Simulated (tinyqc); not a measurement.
# Frequency dispersion of an accumulation capacitance by border traps, distributed model: what changes with what

Traps spread evenly through the insulator exchange electrons with the semiconductor by tunnelling, with tau(x) = t0 exp(2 ka x) at depth x from the interface. The admittance per area Y seen at depth x obeys dY/dx = -Y^2/(i w eps0 eox) + q Nb ln(1 + i w tau)/tau, with Y(0) = i w Cs and w = 2 pi f; the gate sees Y(tox) = G + i w C. Working variable y = Y/(i w), in uF/cm^2. Cox = eps0 eox/tox.

Values chosen for this exercise; permittivity close to that of aluminium oxide: relative permittivity of the insulator eox = 8.75; insulator thickness tox = 8.6 nm; semiconductor capacitance in accumulation Cs = 4.3 uF/cm^2; density of border traps Nb = 7.3e19 cm^-3 eV^-1; decay constant of the wave function in the insulator ka = 5.2 1/nm; time constant of a trap at the interface t0 = 1e-11 s; frequency f = 100 Hz.

Constants: q = 1.602176634e-19 C, eps0 = 8.8541878128e-14 F/cm where lengths are in cm. Results are converted to the units shown.

Each table varies one quantity; the others keep the values above.

## Capacitance and loss against frequency

Cox; trap-free value 1/(1/Cox + 1/Cs); response depth d = ln(1/(w t0))/(2 ka), where w tau = 1; lumped estimate: all traps within d act as C_bt = q Nb d placed at d/2, so C = 1/{1/[1/(1/Cs + d/(2 eps0 eox)) + C_bt] + (tox - d/2)/(eps0 eox)}. C and G from a fine integration; dispersion -d C/d log10 f over C, from f times and over 1.1. For a broad spread of time constants G/w is close to -(pi/2) dC/d ln w.

The same in every row: trap-free C (uF/cm^2) = 0.7448.

Results:
```
f (Hz)  d (nm)  C (uF/cm^2)  G/w (uF/cm^2)  dispersion (% a decade)  -(pi/2) dC/d ln w (uF/cm^2)  lumped C (uF/cm^2)
10       2.037       0.8743        0.01304                    2.186                      0.01304              0.8521
1000     1.595       0.8385        0.01136                    1.985                      0.01135              0.8241
10000    1.373       0.8225        0.01055                    1.879                      0.01054              0.8108
1e5      1.152       0.8076       0.009749                    1.769                     0.009747              0.7982
1e6     0.9303       0.7939       0.008960                    1.654                     0.008960              0.7862
1e7     0.7089       0.7813       0.008176                    1.534                     0.008177              0.7749
```

Estimate the missing row, f = 100 Hz.

Computed row:
```
f (Hz)  d (nm)  C (uF/cm^2)  G/w (uF/cm^2)  dispersion (% a decade)  -(pi/2) dC/d ln w (uF/cm^2)  lumped C (uF/cm^2)
100      1.816       0.8558        0.01219                    2.087                      0.01218              0.8378
```

With this row back in the table: C falls from 0.8743 to 0.7813 uF/cm^2, towards the trap-free 0.7448; each decade of frequency removes ln 10/(2 ka) = 0.221 nm from the response depth. The dispersion falls from 2.19 to 1.53 % a decade and G/w falls from 0.0130 to 0.00818 uF/cm^2. G/w stays at 1.00 times -(pi/2) dC/d ln w, the relation for a broad spread of time constants.

## Effect of the decay constant of the wave function in the insulator

Same model as above.

The same in every row: trap-free C (uF/cm^2) = 0.7448.

Result of one run:
```
ka (1/nm)  d (nm)  C (uF/cm^2)  G/w (uF/cm^2)  dispersion (% a decade)  -(pi/2) dC/d ln w (uF/cm^2)  lumped C (uF/cm^2)
5.3         1.782       0.8528        0.01182                    2.031                      0.01182              0.8357
```

What becomes of these results when the decay constant of the wave function in the insulator ka is changed from 5.3 to 6 1/nm, all else the same?

Result of the changed run:
```
ka (1/nm)  d (nm)  C (uF/cm^2)  G/w (uF/cm^2)  dispersion (% a decade)  -(pi/2) dC/d ln w (uF/cm^2)  lumped C (uF/cm^2)
6           1.574       0.8358       0.009726                    1.705                     0.009724              0.8228
```

The whole series:
```
ka (1/nm)  d (nm)  C (uF/cm^2)  G/w (uF/cm^2)  dispersion (% a decade)  -(pi/2) dC/d ln w (uF/cm^2)  lumped C (uF/cm^2)
2.5         3.777        1.090        0.04680                    6.270                      0.04662              0.9807
3.2         2.951       0.9737        0.02826                    4.247                      0.02821              0.9161
3.9         2.421       0.9134        0.01971                    3.161                      0.01969              0.8781
4.6         2.053       0.8770        0.01488                    2.487                      0.01488              0.8532
5.3         1.782       0.8528        0.01182                    2.031                      0.01182              0.8357
6           1.574       0.8358       0.009726                    1.705                     0.009724              0.8228
6.7         1.409       0.8232       0.008213                    1.462                     0.008212              0.8130
7.4         1.276       0.8135       0.007076                    1.275                     0.007076              0.8052
```

As ka goes from 2.5 to 7.4, C falls from 1.09 to 0.813 uF/cm^2, the dispersion falls from 6.27 to 1.28 % a decade and G/w falls from 0.0468 to 0.00708 uF/cm^2. The lumped estimate is 10 % below C in the first row and 1.0 % below it in the last.

Numbers from tinyqc (`OMP_NUM_THREADS=1 python tinyqc.py 2202001 2202002 out.jsonl`; about 0.6 s on one thread of a shared Intel Xeon 2.30GHz).
